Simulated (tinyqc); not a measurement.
Worked calculation: plane-wave Kohn-Sham cycle with exchange-only LDA in a layered model solid. Computed by tinyqc, a small Python program that keeps every step. Settings: points = 16, plane-wave index or count = 3, electrons = 2, k points = 3, area = 22.0, mixing = 0.5, iteration cap = 59. Command: `OMP_NUM_THREADS=1 python tinyqc.py 30080 30081 out.jsonl` (the two numbers bound the seeds that draw the settings). One thread of a shared host (Intel(R) Xeon(R) Processor @ 2.60GHz), about 0.02 s of CPU time with the checks. Later iterations appear only in the table of the cycle.

## Iteration 1: potential

A solid whose potential varies along x alone (atomic units):
```
parameter,value
period a,10.900000
cross-section of the cell,22.000000
electrons per cell,2
grid points,16
"plane waves -n..n, n",3
k points,3
V1 in V1 cos(2 pi x/a),-0.150000
```

density at the start, on the grid x_j = j a/N (e/bohr^3): 0.008340  0.008340  0.008340  0.008340  0.008340  0.008340  0.008340  0.008340  0.008340  0.008340  0.008340  0.008340  0.008340  0.008340  0.008340  0.008340

V_H(G) = 4 pi rho(G)/G^2 for G != 0 (uniform background); v_x = -(3 rho/pi)^(1/3); V = V_ext + V_H + v_x; Fourier components f(G_m) = (1/N) sum_j f(x_j) exp(-i G_m x_j).

Potentials on the grid (hartree):
```
x,V_ext,V_H,v_x,V
0.0000,-0.1500,0.0000,-0.1997,-0.3497
0.6813,-0.1386,0.0000,-0.1997,-0.3383
1.3625,-0.1061,0.0000,-0.1997,-0.3058
2.0438,-0.0574,0.0000,-0.1997,-0.2571
2.7250,0,0.0000,-0.1997,-0.1997
3.4062,0.0574,0.0000,-0.1997,-0.1423
4.0875,0.1061,0.0000,-0.1997,-0.0936
4.7687,0.1386,0.0000,-0.1997,-0.0611
5.4500,0.1500,0.0000,-0.1997,-0.0497
6.1312,0.1386,0.0000,-0.1997,-0.0611
6.8125,0.1061,0.0000,-0.1997,-0.0936
7.4938,0.0574,0.0000,-0.1997,-0.1423
8.1750,0,0.0000,-0.1997,-0.1997
8.8562,-0.0574,0.0000,-0.1997,-0.2571
9.5375,-0.1061,0.0000,-0.1997,-0.3058
10.2188,-0.1386,0.0000,-0.1997,-0.3383
```

V(G_m), m = 0, 1, 2, ... (hartree): -0.1997  -0.0750  0.0000  0.0000  0.0000  0.0000  0.0000

## Iteration 1: Hamiltonian at one k

k = 0.0000 2 pi / a

H(m,m') = (k + G_m)^2/2 delta + V(G_m - G_m'), with V(-G) = V(G).

H (hartree):
```
,-3,-2,-1,+0,+1,+2,+3
-3,1.2956,-0.0750,0.0000,0.0000,0.0000,0.0000,0.0000
-2,-0.0750,0.4649,-0.0750,0.0000,0.0000,0.0000,0.0000
-1,0.0000,-0.0750,-0.0336,-0.0750,0.0000,0.0000,0.0000
+0,0.0000,0.0000,-0.0750,-0.1997,-0.0750,0.0000,0.0000
+1,0.0000,0.0000,0.0000,-0.0750,-0.0336,-0.0750,0.0000
+2,0.0000,0.0000,0.0000,0.0000,-0.0750,0.4649,-0.0750
+3,0.0000,0.0000,0.0000,0.0000,0.0000,-0.0750,1.2956
```

## Iteration 1: levels at that k

Diagonalise the Hermitian matrix.

eigenvalues (hartree): -0.2529  -0.0447  0.0081  0.4692  0.4696  1.3023  1.3023

## Iteration 1: new density

Motion across x is left out: the lowest 1 band(s) hold two electrons at each of the k points (j + 1/2)/nk - 1/2. Residual R = rho(out) - rho(in); rho(new) = rho(in) + 0.5 R. rho(out) = 2/(a A nk) sum |psi|^2 with psi = sum c exp(i G x). Harris energy E = band energy - dV sum rho (V_H/2 + v_x) + (3/4) dV sum rho v_x with rho(in), dV = a A/N, band energy = (2/nk) sum of the filled levels.

rho(out) (e/bohr^3): 0.022067  0.020125  0.015327  0.009870  0.005493  0.002730  0.001277  0.000636  0.000460  0.000636  0.001277  0.002730  0.005493  0.009870  0.015327  0.020125

density after iteration 1 (e/bohr^3): 0.015204  0.014233  0.011834  0.009105  0.006917  0.005535  0.004809  0.004488  0.004400  0.004488  0.004809  0.005535  0.006917  0.009105  0.011834  0.014233

energy per cell = -0.399920 hartree

## Iteration 2: potential

As before.

Potentials on the grid (hartree):
```
x,V_ext,V_H,v_x,V
0.0000,-0.1500,0.2107,-0.2440,-0.1833
0.6813,-0.1386,0.1911,-0.2386,-0.1861
1.3625,-0.1061,0.1380,-0.2244,-0.1925
2.0438,-0.0574,0.0645,-0.2056,-0.1985
2.7250,0,-0.0136,-0.1876,-0.2012
3.4062,0.0574,-0.0838,-0.1742,-0.2006
4.0875,0.1061,-0.1380,-0.1662,-0.1982
4.7687,0.1386,-0.1718,-0.1624,-0.1957
5.4500,0.1500,-0.1833,-0.1614,-0.1947
6.1312,0.1386,-0.1718,-0.1624,-0.1957
6.8125,0.1061,-0.1380,-0.1662,-0.1982
7.4938,0.0574,-0.0838,-0.1742,-0.2006
8.1750,0,-0.0136,-0.1876,-0.2012
8.8562,-0.0574,0.0645,-0.2056,-0.1985
9.5375,-0.1061,0.1380,-0.2244,-0.1925
10.2188,-0.1386,0.1911,-0.2386,-0.1861
```

V(G_m), m = 0, 1, 2, ... (hartree): -0.1952  0.0024  0.0031  0.0004  0.0001  0.0000  0.0000

## Iteration 2: Hamiltonian at one k

k = 0.0000 2 pi / a

As before.

H (hartree):
```
,-3,-2,-1,+0,+1,+2,+3
-3,1.3000,0.0024,0.0031,0.0004,0.0001,0.0000,0.0000
-2,0.0024,0.4693,0.0024,0.0031,0.0004,0.0001,0.0000
-1,0.0031,0.0024,-0.0291,0.0024,0.0031,0.0004,0.0001
+0,0.0004,0.0031,0.0024,-0.1952,0.0024,0.0031,0.0004
+1,0.0001,0.0004,0.0031,0.0024,-0.0291,0.0024,0.0031
+2,0.0000,0.0001,0.0004,0.0031,0.0024,0.4693,0.0024
+3,0.0000,0.0000,0.0001,0.0004,0.0031,0.0024,1.3000
```

## Iteration 2: levels at that k

As before.

eigenvalues (hartree): -0.1953  -0.0322  -0.0260  0.4693  0.4694  1.3001  1.3001

## Iteration 2: new density

As before.

rho(out) (e/bohr^3): 0.007457  0.007561  0.007833  0.008180  0.008498  0.008723  0.008847  0.008898  0.008910  0.008898  0.008847  0.008723  0.008498  0.008180  0.007833  0.007561

density after iteration 2 (e/bohr^3): 0.011331  0.010897  0.009833  0.008642  0.007707  0.007129  0.006828  0.006693  0.006655  0.006693  0.006828  0.007129  0.007707  0.008642  0.009833  0.010897

energy per cell = -0.323898 hartree

## Convergence

Stop when sqrt(dV sum R^2) is below 1e-8, dV = a A/N.

Course of the cycle:
```
iteration,E (hartree),norm of the residual
1,-0.399920,1.18e-01
2,-0.323898,6.70e-02
3,-0.332987,6.57e-02
4,-0.323778,6.61e-02
5,-0.332779,6.58e-02
6,-0.323700,6.58e-02
7,-0.332641,6.57e-02
8,-0.323660,6.56e-02
9,-0.332570,6.56e-02
10,-0.323641,6.56e-02
11,-0.332537,6.56e-02
...,...,...
49,-0.332511,6.55e-02
50,-0.323626,6.55e-02
51,-0.332511,6.55e-02
52,-0.323626,6.55e-02
53,-0.332511,6.55e-02
54,-0.323626,6.55e-02
55,-0.332511,6.55e-02
56,-0.323626,6.55e-02
57,-0.332511,6.55e-02
58,-0.323626,6.55e-02
59,-0.332511,6.55e-02
```

Not converged within 59 iterations: the residual has stopped falling: the iteration swings between two states. Reruns (cap 100 unless said): mixing 0.1: not converged; mixing 0.5, Kerker q0 1.0: converged in 47 (E = -0.31181); mixing 0.3, Pulay depth 5: converged in 12 (E = -0.31181); the original settings with a cap of 400: not converged.
